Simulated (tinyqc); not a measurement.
Resonant-tunnelling diode, transfer matrices and Tsu-Esaki current: one step of the calculation.

Emitter (band edge 0), barrier d1, well Lw, barrier d2, collector (edge -V). The bias drops linearly over these layers and none in the contacts; each layer is cut into ns equal slices, flat at the value of their centres. E is the energy of motion across the layers, C = hbar^2/(2 m0), psi and psi'/m are continuous. Transport is coherent, T(E) is taken as independent of the transverse momentum, and charge in the well is ignored.

Question. Breit-Wigner parameters from a parabola through 1/T(E). Near a resonance 1/T(E) = (1/Tp) [1 + (2 (E - Er)/G)^2]. With y = 1/T(E) at E0 - h, E0, E0 + h: a = (y1 + y3 - 2 y2)/(2 h^2), b = (y3 - y1)/(2 h), Er = E0 - b/(2 a), 1/Tp = y2 - b^2/(4 a), G = 2 sqrt(1/(Tp a)), tau = hbar/G.

Constants: q = 1.602176634e-19 C, hbar = 1.054571817e-34 J s. Results are converted to the units shown.

three energies (eV): 0.061588  0.062688  0.063788
T(E) at these energies: 0.39120963  0.50626122  0.41246974

Give: Er; Tp; G; tau.

Answer.

Er = 0.06276 eV
Tp = 0.5068
G = 4.306 meV
tau = 152.9 fs

The true maximum of T(E) lies at 0.062745 eV with height 0.5066 and full width 4.319 meV; the fitted G is 0.30 % below that width.

Program tinyqc, `OMP_NUM_THREADS=1 python tinyqc.py 2600033 2600034 out.jsonl`; Intel Xeon 2.30GHz, shared host, one thread, about 0.1 s.
